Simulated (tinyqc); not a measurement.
## Gate-all-around wire, scale length and short-channel effects: effect of the insulator thickness

A round wire of diameter ts in an insulator shell of thickness ti under a surrounding gate. Below threshold the potential that source and drain add obeys Laplace's equation and vanishes on the gate. Its lowest mode decays along the channel as exp(-k y); k is the smallest positive root of the matching condition at the interface, and the scale length is Lambda = pi/k.

k is the smallest positive root of f(k) = ei J0(u)[J1(u) Y0(v) - Y1(u) J0(v)] - eps_r J1(u)[J0(u) Y0(v) - Y0(u) J0(v)], u = k ts/2, v = u + k ti. Along the channel psi(y) = s + a exp(y/l) + b exp(-y/l) with psi(0) = Vbi, psi(L) = Vbi + Vds and l = 1/k = Lambda/pi; with A = Vbi - s, B = A + Vds, x = exp(-L/l): a = (B - A x) x/(1 - x^2), b = (A - B x)/(1 - x^2). The minimum is s + 2 sqrt(a b), at y = (l/2) ln(b/a). The long-channel potential follows the gate as s = sT + (Vg - VTL)/m, and the threshold VT is the gate voltage at which the minimum equals sT. Swing = m Vt ln 10/g at threshold, g = d(minimum)/ds = 1 - (b x + a)/((1 + x) sqrt(a b)). DIBL = [VT(0.05 V) - VT(Vds)]/(Vds - 0.05 V). sT and Vbi are held fixed; m = 1.

Inputs (values chosen for the exercise); permittivities: semiconductor close to that of silicon, insulator close to that of zirconium oxide: temperature T = 400 K; relative permittivity of the semiconductor eps_r = 11.9; relative permittivity of the insulator ei = 23.9; wire diameter ts = 8.2 nm; channel length L = 20 nm; potential of the source Vbi = 0.87 V; potential of the barrier top at threshold sT = 0.72 V; drain voltage Vds = 0.6 V.

Constants: q = 1.602176634e-19 C, kB = 1.380649e-23 J/K, Vt = kB T/q. Results are converted to the units shown.

Results:

| ti (nm) | Lambda (nm) | L/Lambda | VT - VTL at Vds (mV) | DIBL (mV/V) | swing (mV/decade) |
|---|---|---|---|---|---|
| 1.9 | 6.728 | 2.973 | -6.451 | 5.709 | 81.39 |
| 2.5 | 7.308 | 2.737 | -9.452 | 8.388 | 82.32 |
| 4.2 | 9.327 | 2.144 | -25.33 | 22.77 | 87.11 |
| 5.5 | 11.05 | 1.809 | -45.68 | 41.60 | 93.00 |
| 7.1 | 13.24 | 1.511 | -80.09 | 74.11 | 102.6 |
| 9.3 | 16.26 | 1.230 | -142.8 | 134.7 | 119.2 |

Estimate the missing row, ti = 3.3 nm.

Computed row:

| ti (nm) | Lambda (nm) | L/Lambda | VT - VTL at Vds (mV) | DIBL (mV/V) | swing (mV/decade) |
|---|---|---|---|---|---|
| 3.3 | 8.204 | 2.438 | -15.45 | 13.78 | 84.15 |

With this row back in the table: As ti goes from 1.9 to 9.3 nm, Lambda rises from 6.73 to 16.3 nm, DIBL rises from 5.71 to 135 mV/V and the swing rises from 81.4 to 119 mV a decade. On average Lambda goes as ti^(0.56). At ti = 9.3 nm L is under 1.5 Lambda, where higher modes, left out of the one-mode potential, count.

tinyqc, about 0.01 s, one thread, Intel Xeon 2.30GHz (shared host): `OMP_NUM_THREADS=1 python tinyqc.py 2420162 2420163 out.jsonl`
